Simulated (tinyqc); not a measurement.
# Surface potential of a MOS transistor: implicit equation and explicit approximations: two studies

p-type body, charge-sheet picture, depletion and inversion only, full ionisation (an idealisation for deep acceptors), Boltzmann statistics (rough once Na exp(x - xn) passes about Nc/7). In units of Vt: xg = (Vg - Vfb)/Vt, x = psi/Vt, G = gamma/sqrt(Vt), xn = (2 phiF + Vc)/Vt. The implicit equation is (xg - x)^2 = G^2 [x - 1 + exp(x - xn)] for x above about 3. Cox = eps0 eox/tox.

Values chosen for this exercise; band and dielectric values close to those of silicon:
- T = 300 K (temperature)
- Eg = 1.13 eV (band gap)
- eps_r = 11.8 (relative permittivity)
- Nc = 2.75e19 cm^-3 (conduction-band density of states at T)
- Nv = 2.69e19 cm^-3 (valence-band density of states at T)
- eox = 3.9 (relative permittivity of the gate insulator (close to silicon dioxide))
- tox = 2.3 nm (insulator thickness)
- Na = 1.6e17 cm^-3 (acceptor density)
- Vfb = -0.61 V (flat-band voltage)
- Vc = 0.2 V (channel-body voltage)
- Vg = 1.28 V (gate-body voltage)

Constants: q = 1.602176634e-19 C, kB = 1.380649e-23 J/K, Vt = kB T/q, eps0 = 8.8541878128e-14 F/cm where lengths are in cm. Results are converted to the units shown.

Each table varies one quantity; the others keep the values above.

## Accuracy of the approximations against gate voltage

ni = sqrt(Nc Nv) exp(-Eg/(2 Vt)), Eg in volts; phiF = Vt ln(Na/ni); gamma = sqrt(2 q eps0 eps_r Na)/Cox; VT = Vfb + Vt (xn + G sqrt(xn - 1)). Depletion value a = 1 + [sqrt(G^2/4 + xg - 1) - G/2]^2; inversion value b = xn + ln[(xg - xn)^2/G^2 - xn + 1] and first guess y = min(a, b) - ln(1 + exp(-|a - b|)) if a > xn + 1, else b = y = a; one second-order correction with D = exp(y - xn), p = 2 (xg - y) + G^2 (1 + D), w = (xg - y)^2 - G^2 (y - 1 + D): z = y + 2 w/(p + sqrt(p^2 - 2 (2 - G^2 D) w)), or the Newton step z = y + w/p where the root is not real. N_inv = (Cox Vt G/q) [sqrt(x - 1 + exp(x - xn)) - sqrt(x - 1)] at the root. Lambert form (Cox m Vt/q) W0[(G/(2 m sqrt(xn - 1))) exp((Vg - VT)/(m Vt))], m = 1 + G/(2 sqrt(xn - 1)). Errors under 1e-4 mV, and the linear form below VT, are printed as 0.

Accuracy of the approximations against gate voltage:

| Vg (V) | psi (V) | x - xn | error of y (mV) | error of z (mV) | N_inv (cm^-2) | Cox (Vg - VT)/q (cm^-2) | Lambert form (cm^-2) |
|---|---|---|---|---|---|---|---|
| 0.21 | 0.69399 | -14.330 | 0 | 0 | 13651 | 0 | 9801.8 |
| 0.41 | 0.87772 | -7.2236 | 1.45e-3 | 0 | 1.4752e7 | 0 | 1.3028e7 |
| 0.61 | 1.0614 | -0.11850 | 1.61 | 0 | 1.6209e10 | 0 | 1.6271e10 |
| 0.81 | 1.1694 | 4.0600 | 24.0 | 7.21 | 8.0335e11 | 1.8595e12 | 8.5737e11 |
| 1.01 | 1.2055 | 5.4555 | 17.6 | -3.49 | 2.3153e12 | 3.7336e12 | 2.4572e12 |
| 1.21 | 1.2265 | 6.2671 | 13.5 | -1.06 | 3.9789e12 | 5.6078e12 | 4.1921e12 |
| 1.41 | 1.2414 | 6.8455 | 11.1 | -0.514 | 5.7031e12 | 7.4819e12 | 5.9740e12 |
| 1.61 | 1.2531 | 7.2960 | 9.55 | -0.299 | 7.4605e12 | 9.3561e12 | 7.7793e12 |
| 1.81 | 1.2626 | 7.6651 | 8.40 | -0.193 | 9.2390e12 | 1.1230e13 | 9.5987e12 |

psi rises from 0.694 to 1.26 V and ends 7.7 Vt above 2 phiF + Vc. Among the rows the first guess is off by at most 24 mV (at Vg = 0.81 V) and the corrected value by at most 7.2 mV. In the last row the linear form is 22 % above N_inv and the Lambert form 3.9 % above it; in the first row the Lambert form is 28 % below it. For Vg = 0.81, 1.01, 1.21, 1.41, 1.61, 1.81 the electron quasi-Fermi level lies less than 2 Vt below the band edge at the surface, or above it, where degeneracy and confinement, left out, matter.

## Effect of the insulator thickness at fixed gate voltage

Same model as above.

Result of one run:

| tox (nm) | psi (V) | x - xn | error of y (mV) | error of z (mV) | N_inv (cm^-2) | Cox (Vg - VT)/q (cm^-2) | Lambert form (cm^-2) |
|---|---|---|---|---|---|---|---|
| 2.7 | 1.2239 | 6.1689 | 12.2 | -0.703 | 3.7356e12 | 5.1177e12 | 3.9125e12 |

What becomes of these results when the insulator thickness tox is changed from 2.7 to 5 nm, all else the same?

Result of the changed run:

| tox (nm) | psi (V) | x - xn | error of y (mV) | error of z (mV) | N_inv (cm^-2) | Cox (Vg - VT)/q (cm^-2) | Lambert form (cm^-2) |
|---|---|---|---|---|---|---|---|
| 5 | 1.1891 | 4.8219 | 11.6 | -0.574 | 1.4632e12 | 2.0863e12 | 1.5136e12 |

The whole series:

| tox (nm) | psi (V) | x - xn | error of y (mV) | error of z (mV) | N_inv (cm^-2) | Cox (Vg - VT)/q (cm^-2) | Lambert form (cm^-2) |
|---|---|---|---|---|---|---|---|
| 0.77 | 1.2859 | 8.5662 | 16.3 | -2.52 | 1.5287e13 | 2.1635e13 | 1.6584e13 |
| 1 | 1.2733 | 8.0791 | 15.3 | -1.84 | 1.1678e13 | 1.6320e13 | 1.2562e13 |
| 1.4 | 1.2570 | 7.4460 | 14.1 | -1.28 | 8.1428e12 | 1.1237e13 | 8.6725e12 |
| 2 | 1.2393 | 6.7623 | 13.0 | -0.901 | 5.4211e12 | 7.4241e12 | 5.7188e12 |
| 2.7 | 1.2239 | 6.1689 | 12.2 | -0.703 | 3.7356e12 | 5.1177e12 | 3.9125e12 |
| 3.7 | 1.2070 | 5.5124 | 11.6 | -0.588 | 2.4088e12 | 3.3366e12 | 2.5059e12 |
| 5 | 1.1891 | 4.8219 | 11.6 | -0.574 | 1.4632e12 | 2.0863e12 | 1.5136e12 |
| 6.9 | 1.1660 | 3.9262 | 12.7 | -0.781 | 7.1916e11 | 1.1065e12 | 7.4003e11 |

As tox goes from 0.77 to 6.9, psi falls from 1.29 to 1.17 V, x - xn falls from 8.57 to 3.93 and N_inv falls from 1.53e13 to 7.19e11 cm^-2. The Lambert form lies between 1.03 and 1.08 times N_inv. In every row the electron quasi-Fermi level lies less than 2 Vt below the band edge at the surface, or above it, where degeneracy and confinement, left out, matter.

Numbers from tinyqc (`OMP_NUM_THREADS=1 python tinyqc.py 2122059 2122060 out.jsonl`; about 0.01 s on one thread of a shared Intel Xeon 2.30GHz).
